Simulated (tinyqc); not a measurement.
# Worked calculation: strained alloy layer of GaSb and GaAs on (001) InP, model-solid band line-up

Computed by the program tinyqc: `OMP_NUM_THREADS=1 python tinyqc.py 2690013 2690014 out.jsonl`, one thread of a shared Intel Xeon 2.30GHz, about 0.01 s for the whole run. Printed values are rounded.

The layer is x parts of the first compound and 1 - x of the second, grown coherently on the third as substrate and barrier. Rows of the table: lattice constant a, average valence level Ea on an absolute scale, spin-orbit splitting so, gaps at Gamma, X and L, hydrostatic deformation potentials av and ac (Gamma), shear potential b, elastic constants, electron and heavy-hole (along z) masses. All are interpolated linearly in x; gaps get -C x (1 - x), taken wholly in the conduction band; real line-ups can differ from this model by 0.1 eV or more.

Parameters, values chosen for the exercise:
- x = 0.56 (fraction of the first compound in the layer)
- CG = 1.43 eV (bowing of the Gamma gap)
- CX = 1.2 eV (bowing of the X gap)
- CL = 1.2 eV (bowing of the L gap)

## Relaxed alloy and strain

Binary compounds, values chosen for the exercise:

|  | close to GaSb | close to GaAs | close to InP |
|---|---|---|---|
| a (angstrom) | 6.096 | 5.653 | 5.869 |
| Ea (eV) | -6.25 | -6.92 | -7.04 |
| so (eV) | 0.749 | 0.337 | 0.11 |
| EG (eV) | 0.717 | 1.44 | 1.35 |
| EX (eV) | 1.05 | 1.91 | 2.22 |
| EL (eV) | 0.808 | 1.7 | 1.95 |
| av (eV) | 0.79 | 1.17 | 1.28 |
| ac (eV) | -6.8 | -7.25 | -5.02 |
| b (eV) | -1.99 | -1.71 | -1.7 |
| c11 (GPa) | 89.4 | 119 | 102 |
| c12 (GPa) | 40.1 | 53.3 | 56.5 |
| me (m0) | 0.0385 | 0.0672 | 0.0799 |
| mh (m0) | 0.248 | 0.352 | 0.534 |

In-plane strain e = (a_substrate - a)/a, e_z = -2 (c12/c11) e, volume change 2 e + e_z.

a = 5.90108 angstrom
Gamma gap = 0.682768 eV
X gap = 1.13272 eV
L gap = 0.9048 eV
e = -0.543629 %
e_z = 0.487326 %
volume change = -0.599933 %

The relaxed alloy has its lowest gap at Gamma (direct). The layer is under compressive in-plane strain.

## Band edges and offsets

In-plane strain e = (a_substrate - a)/a, e_z = -2 (c12/c11) e, volume change 2 e + e_z. With v = 2 e + e_z and d = 2 b (e_z - e): Eav = Ea + av v; E_hh = Eav + so/3 - d/2; E_lh = Eav - so/6 + d/4 + sqrt(so^2 + so d + 9 d^2/4)/2; E_c = Ea + so/3 + EG + ac v (Gamma). Substrate: E_v = Ea + so/3, E_c = E_v + EG. Well depths: dEc = E_c(substrate) - E_c, dEhh = E_hh - E_v(substrate), dElh likewise; strained Gamma gap E_c - max(E_hh, E_lh); positive values confine carriers in the layer.

d = -0.0384917 eV
E_hh = -6.34206 eV
E_lh = -6.37920 eV
E_c = -5.63081 eV
strained Gamma gap = 0.711248 eV
dEc = -0.0225246 eV
dEhh = 0.661277 eV
dElh = 0.624132 eV

The heavy-hole band lies on top, by 37.1 meV. At Gamma the line-up is type II, holes in the layer and electrons outside.

## Critical thickness

In-plane strain e = (a_substrate - a)/a. Matthews-Blakeslee for 60-degree dislocations in a single layer: hc = k (ln(hc/bv) + 1), k = bv (1 - nu/4)/(4 pi |e| (1 + nu)), nu = c12/(c11 + c12), bv = a/sqrt(2); the larger root.

nu = 0.309495
bv = 0.417269 nm
hc = 21.2100 nm

The layer, Lw = 11.9 nm, is thinner than hc, so it stays coherent by this criterion.
